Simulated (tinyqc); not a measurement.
Stoner model of a band ferromagnet: one step. The ground state. Two cases, with inputs chosen for the exercise.

Task: Take the lowest of E(0), the stationary points e(n_up) - e(n_down) = I m, and saturation.

Density of states per atom and spin: two humps, D(e) = (M/W) [1 - sp cos(4 pi e/W)]. Levels e -/+ I m/2 for up and down spin, m = n_up - n_down, n_up + n_down = nd. At zero temperature e(N) is the energy below which N states lie, and E(m) = sum over spins of integral e D de - I m^2/4.

Case 1.

Values chosen: W = 5.9 eV (band width, e from -W/2 to W/2); M = 5 (states per atom and spin); nd = 9.32 (electrons per atom); sp = 0.55 (shape parameter); I = 1.3 eV (Stoner parameter).

Case 2.

Values chosen: W = 3.7 eV (band width, e from -W/2 to W/2); M = 5 (states per atom and spin); nd = 3.1 (electrons per atom); sp = 0.38 (shape parameter); I = 0.93 eV (Stoner parameter).

Give: m; exchange splitting I m; E - E(0); n_up, n_down.

Result:

Case 1.

m = 0.000 muB
exchange splitting I m = 0.000 eV
E - E(0) = 0.0 meV

n_up, n_down: 4.660  4.660

The ground state is not magnetic.

Case 2.

m = 3.100 muB
exchange splitting I m = 2.883 eV
E - E(0) = -566.6 meV

n_up, n_down: 3.100  0.000

The moment is saturated (a strong ferromagnet): the minority band is empty.

Computed by tinyqc, one run a case: `OMP_NUM_THREADS=1 python tinyqc.py N N+1 out.jsonl` with N = 1651875, 1652499; one thread of a shared Intel(R) Xeon(R) Processor @ 2.30GHz, about 0.2 s a run at most.
